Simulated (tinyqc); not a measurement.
Inside a calculation. Model: physical sputtering: collision-cascade yield, angular dependence, faceting and resputtering in deposition. Computed by tinyqc, a small Python program that keeps every step. Command: `OMP_NUM_THREADS=1 python tinyqc.py 3028028 3028029 out.jsonl sputter walk`. One thread of a shared host (Intel(R) Xeon(R) Processor @ 2.30GHz), about 0.01 s of CPU time with the checks. Intermediate numbers are printed to about 5 digits and carried at full precision; extremes and crossings named in words are read from the listed rows.

Ions start collision cascades; atoms that reach the surface with more than U leave. The target is amorphous or fine-grained.

Inputs (values chosen for the exercise, modelled on neon ions on copper):
```
quantity                                                  value     unit
ion Z1                                                       10        -
ion mass M1                                                20.2        u
target Z2                                                    29        -
target mass M2                                            63.55        u
surface binding energy U                                   3.49       eV
target density N                                           84.9   1/nm^3
fit factor Q                                                  1        -
ion energy E                                               7100       eV
current density J                                           1.9  mA/cm^2
angular exponent f                                          2.2        -
angle of the largest yield                                   73  degrees
angle of incidence                                           50  degrees
deposition rate over sputter rate on a flat surface, D/S    3.4        -
```

Constants: e = 1.602176634e-19 C.

## Yield at normal incidence

gamma = 4 M1 M2/(M1 + M2)^2; threshold E_th = 6.7 U/gamma for M1 >= M2, else U (1 + 5.7 M1/M2)/gamma. eps = 0.03255 M2 E/(Z1 Z2 (M1 + M2) z), z = (Z1^(2/3) + Z2^(2/3))^(1/2), E in eV; s_n = 3.441 sqrt(eps) ln(eps + 2.718)/(1 + 6.355 sqrt(eps) + eps (6.882 sqrt(eps) - 1.708)); S_n = 84.78 Z1 Z2 M1 s_n/((M1 + M2) z) in eV angstrom^2; alpha = 0.249 (M2/M1)^0.56 + 0.0035 (M2/M1)^1.5 for M1 <= M2, else 0.0875 (M2/M1)^(-0.15) + 0.165 M2/M1; Y0 = 0.042 Q alpha S_n/U [1 - sqrt(E_th/E)]^2.5 (the electronic-loss factor of the full formula is dropped). Erosion rate = Y0 J/(e N); 1 cm^2 = 1e14 nm^2.

energy transfer factor gamma = 0.73208

threshold E_th = 13.405 eV

reduced energy eps = 0.16115

nuclear stopping S_n = 620.38 eV angstrom^2

alpha = 0.49262

yield Y0 = 3.2913 atoms per ion

erosion rate = 275.84 nm/min

The threshold factor is 0.895; the energy cost is 2160 eV per removed atom, 618 times U.

## Oblique incidence

Angular law: Y/Y0 = t^f exp(-f cos(a_opt)(t - 1)), t = 1/cos(angle), largest at a_opt. A plane tilted by the angle recedes along the beam at a speed proportional to Y(angle), and along its own normal as Y cos(angle).

Y/Y0 at the angle = 1.8493

yield at the angle = 6.0866 atoms per ion

normal speed relative to a flat surface = 1.1887

largest Y/Y0 = 3.1538

## Deposition with resputtering

With a directional flux, net growth along the beam is D - S Y(angle)/Y0. Slopes where Y/Y0 exceeds D/S are etched: solve Y/Y0 = D/S below a_opt, if the largest Y/Y0 exceeds D/S. The normal speed is largest where f (1 - cos(a_opt)/cos(angle)) = 1, cos(angle) = f cos(a_opt)/(f - 1), or at angle 0 if this exceeds 1.

Angle of zero net growth: none: every slope grows

angle of the largest normal speed = 57.587 degrees

Deposition outweighs sputtering at every angle, so no slope is cut back.

## Yield over energy

The formulas are those given above.

Normal incidence:
```
E (eV)         eps  S_n (eV angstrom^2)      Y0  Y0 per keV
50      1.1349e-03               151.14  0.1447      2.8939
100     2.2697e-03               199.49  0.3783      3.7833
200     4.5394e-03               257.96  0.7231      3.6155
300     6.8091e-03               296.58  0.9711      3.2368
500     1.1349e-02               349.14  1.3237      2.6475
1000    2.2697e-02               425.28  1.8536      1.8536
2000    4.5394e-02               502.63  2.4068      1.2034
5000    1.1349e-01               593.95  3.0829      0.6166
10000   2.2697e-01               638.26  3.4470      0.3447
30000   6.8091e-01               613.55  3.4482      0.1149
100000  2.2697e+00               435.50  2.5077      0.0251
```

The yield per keV peaks at 100 eV among these rows, 7 times the threshold, the most economical range for removing atoms. Y0 varies as E^1.39 between the first rows and as E^-0.26 at the end; it peaks near 30000 eV, close to the broad maximum of nuclear stopping. Caution: the electronic-loss factor, dropped here, would lower the yields at the highest energies slightly.

Checks made by the program: position of the angular maximum (relative difference below 1e-10).
